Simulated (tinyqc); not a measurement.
Four-point probe, van der Pauw, Hall and spreading-resistance readings of a semiconductor layer: one step, computed by the program tinyqc. Command: `OMP_NUM_THREADS=1 python tinyqc.py 3112656 3112657 out.jsonl probe walk`. One thread of a shared host (Intel(R) Xeon(R) Processor @ 2.30GHz), about 0.01 s of CPU time with the checks.

The layer is uniform and ohmic; contacts are points unless a radius is given.

Problem. Spreading resistance. Flat disc contact with the current density of a half-space: R = (rho/(4 a)) c, c = (4/pi) int_0^infinity K(x t/a) sin(x) J1(x)/x^2 dx for a conducting backing, K = tanh, with the voltage averaged over the disc; c tends to 1 for t >> a.

Inputs (values chosen for the exercise, modelled on p-type silicon): layer thickness t = 2200 micrometre; radius a of the spreading-resistance contact = 2.9 micrometre.

Backing of the layer: conducting.

resistivity rho = 0.1175425 ohm cm

Give: rho/(4 a); factor c; spreading resistance; column estimate rho t/(pi a^2).

Solution.

rho/(4 a) = 101.3 ohm

factor c = 0.9994

spreading resistance = 101.3 ohm

column estimate rho t/(pi a^2) = 97875 ohm
